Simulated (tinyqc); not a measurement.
## Mass and degeneracy from charge and saturation current

Question. At high drain voltage only states moving towards the drain are filled: n = (N0/2) F_0(eta), N0 = gv m kB T/(pi hbar^2), F_0(x) = ln(1 + exp x), and I = q (N0/2) vT F_(1/2)(eta) per width, vT = sqrt(2 kB T/(pi m)), F_(1/2)(x) = (2/sqrt(pi)) int_0^infinity u^(1/2)/(1 + exp(u - x)) du. Find eta and m.

Parameters, values chosen for the exercise: temperature T = 150 K; valley degeneracy gv = 2.

Constants: q = 1.602176634e-19 C, kB = 1.380649e-23 J/K, hbar = 1.054571817e-34 J s, m0 = 9.1093837015e-31 kg. Results are converted to the units shown.

n = 8.0399391e11 cm^-2
I = 307.28057 uA/um

Solution. The mass drops out of I^2/(q^2 n) = gv (kB T)^2 F_(1/2)^2/(pi^2 hbar^2 F_0), which rises with eta and so fixes it; n then gives m.

eta = 2.770
m = 0.05260 m0

Computed by the program tinyqc: `OMP_NUM_THREADS=1 python tinyqc.py 2400007 2400008 out.jsonl`, one thread of a shared Intel Xeon 2.30GHz, about 0.01 s for the whole run.
